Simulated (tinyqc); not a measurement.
Inside a calculation. Model: cluster expansion of a binary alloy: correlations, fit, cross-validation and ground states. Computed by tinyqc, a small Python program that keeps every step. Command: `OMP_NUM_THREADS=1 python tinyqc.py 3025074 3025075 out.jsonl clex walk`. One thread of a shared host (Intel(R) Xeon(R) Processor @ 2.30GHz), about 0.05 s of CPU time with the checks. Intermediate numbers are printed to about 7 digits and carried at full precision; extremes and crossings named in words are read from the listed rows.

s = +1 for A and -1 for B. Energy per site E = J0 + J1 P(point) + sum over clusters of m V P, with P the mean product of spins; V > 0 on a pair favours unlike neighbours. Clusters per site m: pair 1 2, pair 2 2, pair 3 2, triplet 4; the triplet is two first-neighbour bonds at a right angle. Formation energies are counted from the line between pure A and pure B, which removes J0 and J1.

Inputs (values chosen for the exercise, for a model alloy):
```
quantity,value,unit
first-pair interaction V1,-10.6,meV
second-pair interaction V2,0.32,meV
third-pair interaction V3,-0.07,meV
triplet interaction Vt,1.2,meV
noise amplitude,0.37,meV/site
temperature T,620,K
fraction x of B,0.65,-
```

Lattice: square.

Constants: k_B = 8.617333262e-05 eV/K.

## Design matrix

correlations P, counted on periodic cells:
```
,point,pair 1,pair 2,pair 3,triplet
A,1.000000,1.000000,1.000000,1.000000,1.000000
A3B p(2x2),0.500000,0.000000,0.000000,1.000000,-0.500000
A3B c(4x2),0.500000,0.000000,0.000000,0.500000,-0.500000
A2B diagonal rows,0.333333,-0.333333,0.333333,-0.333333,-0.333333
A2B rows,0.333333,0.333333,-0.333333,0.333333,0.333333
AB c(2x2),0.000000,-1.000000,1.000000,1.000000,0.000000
AB p(2x1),0.000000,0.000000,-1.000000,1.000000,0.000000
A2B2 rows,0.000000,0.500000,0.000000,0.000000,0.000000
AB2 diagonal rows,-0.333333,-0.333333,0.333333,-0.333333,0.333333
AB2 rows,-0.333333,0.333333,-0.333333,0.333333,-0.333333
AB3 p(2x2),-0.500000,0.000000,0.000000,1.000000,0.500000
AB3 c(4x2),-0.500000,0.000000,0.000000,0.500000,0.500000
B,-1.000000,1.000000,1.000000,1.000000,-1.000000
```

Design matrix of formation energies: m (P - 1) for pairs and m (P(triplet) - P(point)) for the triplet; x = (1 - P(point))/2.

X:
```
,pair 1,pair 2,pair 3,triplet
A,0.000000,0.000000,0.000000,0.000000
A3B p(2x2),-2.000000,-2.000000,0.000000,-4.000000
A3B c(4x2),-2.000000,-2.000000,-1.000000,-4.000000
A2B diagonal rows,-2.666667,-1.333333,-2.666667,-2.666667
A2B rows,-1.333333,-2.666667,-1.333333,0.000000
AB c(2x2),-4.000000,0.000000,0.000000,0.000000
AB p(2x1),-2.000000,-4.000000,0.000000,0.000000
A2B2 rows,-1.000000,-2.000000,-2.000000,0.000000
AB2 diagonal rows,-2.666667,-1.333333,-2.666667,2.666667
AB2 rows,-1.333333,-2.666667,-1.333333,0.000000
AB3 p(2x2),-2.000000,-2.000000,0.000000,4.000000
AB3 c(4x2),-2.000000,-2.000000,-1.000000,4.000000
B,0.000000,0.000000,0.000000,0.000000
```

## Formation energies

standard normal numbers for the noise (0 for the pure ends): A 0.000, A3B p(2x2) 1.987, A3B c(4x2) 0.742, A2B diagonal rows -2.355, A2B rows 0.201, AB c(2x2) -0.905, AB p(2x1) -0.436, A2B2 rows 1.307, AB2 diagonal rows -0.658, AB2 rows 1.349, AB3 p(2x2) -0.830, AB3 c(4x2) 1.182, B 0.000

Exact: X V with V = (V1, V2, V3, Vt). The data to fit add the noise amplitude times the normal numbers, standing for what the clusters leave out.

exact energies (meV/site): A 0.00000, A3B p(2x2) 15.76000, A3B c(4x2) 15.83000, A2B diagonal rows 24.82667, A2B rows 13.37333, AB c(2x2) 42.40000, AB p(2x1) 19.92000, A2B2 rows 10.10000, AB2 diagonal rows 31.22667, AB2 rows 13.37333, AB3 p(2x2) 25.36000, AB3 c(4x2) 25.43000, B 0.00000

data (meV/site): A 0.00000, A3B p(2x2) 16.49519, A3B c(4x2) 16.10454, A2B diagonal rows 23.95532, A2B rows 13.44770, AB c(2x2) 42.06515, AB p(2x1) 19.75868, A2B2 rows 10.58359, AB2 diagonal rows 30.98321, AB2 rows 13.87246, AB3 p(2x2) 25.05290, AB3 c(4x2) 25.86734, B 0.00000

## Normal equations for V1, V2, Vt

Leave out pair 3: A = X^T X and b = X^T E (E being the data with noise) over these three columns; solve A V = b. The root-mean-square error runs over the structures between the pure ends.

matrix A:
```
,V1,V2,Vt
V1,54.77778,40.22222,0.00000
V2,40.22222,53.77778,0.00000
Vt,0.00000,0.00000,78.22222
```

b (meV): [-568.3311, -413.3470, 92.0231]

fitted V1, V2, Vt (meV): [-10.49537, 0.16364, 1.17643]

root-mean-square error of the three-cluster fit = 0.3985454 meV/site

The fit misses V1 by +0.10, V2 by -0.16 and Vt by -0.02 meV; the omitted V3 = -0.07 meV and the noise shift the fitted values.

## Which clusters to keep

For each set, H = X (X^T X)^-1 X^T over the structures between the ends; residual e = E - H E; leave-one-out error e_i/(1 - H_ii); both as root mean squares.

Fits:
```
clusters,fit error (meV/site),leave-one-out error (meV/site),largest H_ii
V1,3.171682,3.475980,0.2920892
V1 V2,3.162365,3.518019,0.6479250
V1 V3,3.171258,3.778271,0.5161290
V1 V2 Vt,0.398545,0.545770,0.6479250
V1 Vt,0.466749,0.573164,0.2920892
V1 V2 V3,3.162340,3.947375,0.7552657
V1 V3 Vt,0.463860,0.653009,0.5161290
V1 V2 V3 Vt,0.398344,0.667055,0.7552657
```

leave-one-out error without pair 3 = 0.5457696 meV/site

leave-one-out error with all four = 0.6670553 meV/site

The fit error can only fall as clusters are added, to 0.40 meV with all four. The leave-one-out error is least for V1 V2 Vt (0.55 meV), and all four give 0.67: the extra terms fit noise more than signal.

## Ground states by the convex hull

Height above the hull = E less the lowest straight line between two structures that bracket x (or the lowest structure at the same x). The three-term fit is X V with the fitted values.

Hull among these structures (meV/site):
```
structure,x,exact E,above hull,fitted E,"above hull, fit"
A,0.000000,0.00000,0.00000,0.00000,0.00000
A3B p(2x2),0.250000,15.76000,15.76000,15.95774,15.95774
A3B c(4x2),0.250000,15.83000,15.83000,15.95774,15.95774
A2B diagonal rows,0.333333,24.82667,24.82667,24.63232,24.63232
A2B rows,0.333333,13.37333,13.37333,13.55746,13.55746
AB c(2x2),0.500000,42.40000,42.40000,41.98148,41.98148
AB p(2x1),0.500000,19.92000,19.92000,20.33619,20.33619
A2B2 rows,0.500000,10.10000,10.10000,10.16809,10.16809
AB2 diagonal rows,0.666667,31.22667,31.22667,30.90662,30.90662
AB2 rows,0.666667,13.37333,13.37333,13.55746,13.55746
AB3 p(2x2),0.750000,25.36000,25.36000,25.36919,25.36919
AB3 c(4x2),0.750000,25.43000,25.43000,25.36919,25.36919
B,1.000000,0.00000,0.00000,0.00000,0.00000
```

lowest exact formation energy = 0 meV/site

Only the pure ends are on the exact hull: at zero temperature the alloy separates. The fit finds the same set. A structure at zero height may lie on a tie line without being a vertex, and structures outside this list could lie lower.

## The random alloy and its short-range order

Random alloy: P(pair) = p^2, P(triplet) = p^3, p = 1 - 2x, so H_mix = (p^2 - 1) sum m V(pairs) + (p^3 - p) m Vt; G_mix = H_mix + k_B T [x ln x + (1 - x) ln(1 - x)]. To first order in 1/T the Warren-Cowley parameter of shell 1 is alpha_1 = -(1 - p^2) V_eff/(k_B T), V_eff = V1 + (number of triplets on a first-neighbour bond) p Vt, that number being 4.

mixing enthalpy H_mix = 20.1474 meV/site

mixing free energy G_mix = -14.44403 meV/site

alpha_1 = 0.2050706

alpha_1 > 0: like neighbours cluster. Caution: so large an alpha_1 is beyond the first-order expansion.

Checks made by the program: leave-one-out formula against refits (relative difference below 1e-10).
